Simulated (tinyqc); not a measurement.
Cooling rate: nucleation and growth of vacancy voids in a cooling silicon-like crystal. Computed by tinyqc, a small Python program. Command: `OMP_NUM_THREADS=1 python tinyqc.py 3005448 3005449 out.jsonl voids walk`. One thread of a shared host (Intel(R) Xeon(R) Processor @ 2.30GHz), about 0.3 s of CPU time with the checks.

Spherical voids; vacancies are lost only to voids.

Inputs (values chosen for the exercise, for a model crystal):

| quantity | value | unit |
|---|---|---|
| vacancy density at the melting point C_m | 5.2e+14 | 1/cm^3 |
| formation energy E_f | 3.84 | eV |
| melting point T_m | 1685 | K |
| diffusion prefactor D0 | 0.0008 | cm^2/s |
| migration energy E_m | 0.49 | eV |
| site density rho | 5e+22 | 1/cm^3 |
| void surface energy gamma | 0.909 | J/m^2 |
| cooling rate q | 10 | K/min |
| ratio (V/G)/xi_c | 1.8 | - |
| limit of the excess at high V/G | 2.5e+14 | 1/cm^3 |
| temperature step | 0.2 | K |

Vacancy supply: from V/G.

Constants: k_B = 8.617333262e-05 eV/K; k_B = 1.380649e-23 J/K.

Method:
- C = C_x (u - 1)/(u + 0.2) with u = (V/G)/xi_c, a form chosen for the exercise.
- C_e = C_m exp[-(E_f/k_B)(1/T - 1/T_m)]; D = D0 exp(-E_m/(k_B T)); f = k_B T ln(C/C_e); r* = 2 gamma/(rho f); W* = 16 pi gamma^3/(3 rho^2 f^2); Z = f/sqrt(12 pi W* k_B T); I = rho Z (4 pi r* D C) exp(-W*/(k_B T)).
- March down from 1500 K in steps dT, dt = dT/q, with values at the upper end of each step: a class of I dt voids is born with r*; then all classes grow by r^2 += 2 D (C - C_e) dt/rho; C falls by the vacancies added to voids. Stop at 1150 K. T_n is the T of the largest I, N the final count (classes under 1e-6 /cm^3 are dropped), and the mean radius the number average.

initial excess C = 1.00e+14 1/cm^3

At fixed C:

| q (K/min) | T_n (K) | N (1/cm^3) | mean radius (nm) |
|---|---|---|---|
| 1.0 | 1394.8 | 1.2429e+06 | 72.152 |
| 2.5 | 1389.8 | 4.8266e+06 | 45.870 |
| 5.0 | 1385.8 | 1.3469e+07 | 32.561 |
| 10.0 | 1381.6 | 3.7579e+07 | 23.114 |
| 20.0 | 1377.2 | 1.0480e+08 | 16.408 |
| 40.0 | 1372.4 | 2.9204e+08 | 11.651 |
| 100.0 | 1365.6 | 1.1289e+09 | 7.415 |

What follows from these numbers?

Over the rows N goes as q^1.48 and the radius as q^-0.49, near the 3/2 and -1/2 of the scaling argument (depletion time 1/(4 pi N r D) equal to the time in the nucleation range, at fixed N r^3). T_n drops only 29 K for a factor 100 in q. Fast cooling gives many small voids, which an anneal can dissolve.

Extremes, crossings and ranges named in words are read from the listed rows.
